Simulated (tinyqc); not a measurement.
Surface photovoltage measurement of the minority-carrier diffusion length in a wafer: one step, computed by the program tinyqc. Command: `OMP_NUM_THREADS=1 python tinyqc.py 3130267 3130268 out.jsonl spv walk`. One thread of a shared host (Intel(R) Xeon(R) Processor @ 2.30GHz), about 0.01 s of CPU time with the checks.

Low injection, steady light, a depletion layer much thinner than 1/alpha and L. The excess density dn is taken at the front edge of the neutral region; light that reaches the back is lost.

Task: One wavelength. alpha = (84.732/lambda - 76.417)^2 per cm with lambda in micrometre (an empirical fit for silicon between 0.7 and 1.05 micrometre). Thick wafer: dn = Phi L/((S_f + D/L)(L + 1/alpha)). Finite wafer, with s = S_b L/D, w = W/L, a = alpha L: dn = [Phi a/(a^2 - 1)] [a - B - exp(-alpha W)(a - s)/(cosh w + s sinh w)]/(S_f + B D/L), B = (sinh w + s cosh w)/(cosh w + s sinh w). Photovoltage V = (k_B T/e) ln(1 + dn/n_0). Lifetime = L^2/D.

Inputs (values chosen for the exercise, modelled on p-type silicon at room temperature):
```
quantity                                             value        unit
diffusion length L                                      32  micrometre
wafer thickness W                                      525  micrometre
diffusivity D                                         29.9      cm^2/s
front recombination velocity S_f                      2600        cm/s
back recombination velocity S_b                       3300        cm/s
photon flux entering                               4.5e+13  1/(cm^2 s)
minority density at the surface barrier scale n_0  3.1e+09      1/cm^3
temperature T                                          298           K
wavelength                                             858          nm
```

Constants: k_B = 8.617333262e-05 eV/K.

Give: alpha; penetration depth 1/alpha; dn, thick wafer; B; dn, finite wafer; photovoltage V; lifetime.

Result:

alpha = 499.0 1/cm

penetration depth 1/alpha = 20.04 micrometre

dn, thick wafer = 2.317e+09 1/cm^3

B = 1

dn, finite wafer = 2.317e+09 1/cm^3

photovoltage V = 14.33 mV

lifetime = 0.3425 microsecond

Caution: dn is not small against n_0, so V is not linear in the flux; the constant-flux reading then needs dn, not V.
